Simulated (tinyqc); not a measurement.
Temperature: two-band k.p model of the X valleys of a zinc-blende crystal.

k along the valley axis, counted from X, c = hbar^2/2m0, e = c k^2/ml. H = [[e - D/2, i P k], [-i P k, e + D/2]] with P^2 = D0 c/ml, so E = e -/+ sqrt(D^2/4 + D0 e). For D = 0 (diamond lattice) the bands cross at X.

With x = D/D0: for x < 1 the minima lie at k_m = sqrt(ml D0 (1 - x^2)/(4 c)), the hump at X has the height dE = (D0/4)(1 - x)^2 and the mass at the minimum is ml/(1 - x^2); the mass at X is ml/(1 - 1/x), negative for x < 1. For x > 1 the minimum is at X.

Thermal masses along the axis for one X point, lower band, E from the minimum, on 1601 points from -0.8 to 0.8 1/angstrom: density-of-states mass m_d = c I^2/(pi kT), I = integral of exp(-E/kT) dk; conductivity mass m_c = 2 c kT/<(dE/dk)^2> with central differences.

Constants: hbar^2/2m0 = 3.80998211 eV angstrom^2; kB = 8.617333262e-05 eV/K.

Values chosen for the exercise (out of a larger set: of the order of those of GaP; not measured data):

| symbol | value | unit | meaning |
|---|---|---|---|
| D | 0.36 | eV | splitting of the two conduction levels at X |
| D0 | 0.408 | eV | coupling energy |
| ml | 0.91 | m0 | mass along the axis from remote bands |

Thermal masses against T.

Results:

| T (K) | kT (meV) | m_d | m_c |
|---|---|---|---|
| 10 | 0.86 | 20.471 | 5.586 |
| 20 | 1.72 | 19.000 | 5.775 |
| 50 | 4.31 | 13.749 | 4.940 |
| 100 | 8.62 | 9.870 | 4.019 |
| 200 | 17.23 | 6.971 | 3.201 |
| 300 | 25.85 | 5.715 | 2.807 |
| 500 | 43.09 | 4.503 | 2.397 |

m_d goes from 20.471 to 4.503 and m_c goes from 5.586 to 2.397; m_c peaks in between, at 5.775 for 20 K among these rows. The limits are 4 x 4.109 and 4.109 for kT far below dE = 1.41 meV, and ml = 0.91 for both at kT far above D0; near kT = dE the flat region between the minima can push both above the first limit. No single longitudinal mass describes such a valley, so values from cyclotron resonance, donor spectra and carrier densities differ.

Program tinyqc; command `OMP_NUM_THREADS=1 python tinyqc.py 1851151 1851152 out.jsonl`; about 0.01 s on one thread of a shared Intel(R) Xeon(R) Processor @ 2.30GHz.
